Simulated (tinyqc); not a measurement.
Speciation in dilute and buffered hydrofluoric acid, oxide etch rate and bath loading: one step, computed by the program tinyqc. Command: `OMP_NUM_THREADS=1 python tinyqc.py 3121266 3121267 out.jsonl hfetch walk`. One thread of a shared host (Intel(R) Xeon(R) Processor @ 2.30GHz), about 0.01 s of CPU time with the checks.

Concentrations stand for activities, NH4+ and Cl- are spectators, and water ionisation is neglected. H, F and HF2 denote the ions H+, F- and HF2-. The base temperature is 298 K.

Question. Etch rate. Rate = k_a ([HF] + 2 [H2F2]) + k_b [HF2], an empirical two-term form. Time = oxide/rate; a temperature error changes the rate by exp((E_a/k_B)(1/298 - 1/(298 + error))) - 1.

Inputs (values chosen for the exercise, of the order of those for thermal oxide at room temperature):
```
quantity                         value            unit
rate constant of neutral HF k_a     15  nm L/(min mol)
rate constant of HF2 k_b            62  nm L/(min mol)
activation energy                  0.4              eV
temperature error                  2.8               K
oxide removed per wafer             44              nm
```

[HF] = 0.04524791 mol/L

[H2F2] = 0 mol/L

[HF2] = 0.01232695 mol/L

Constants: k_B = 8.617333262e-05 eV/K.

Give: etch rate; share of HF2 in the rate; etch time; rate change from the temperature error.

Answer.

etch rate = 1.443 nm/min

share of HF2 in the rate = 52.96 %

etch time = 1830 s

rate change from the temperature error = 15.60 %
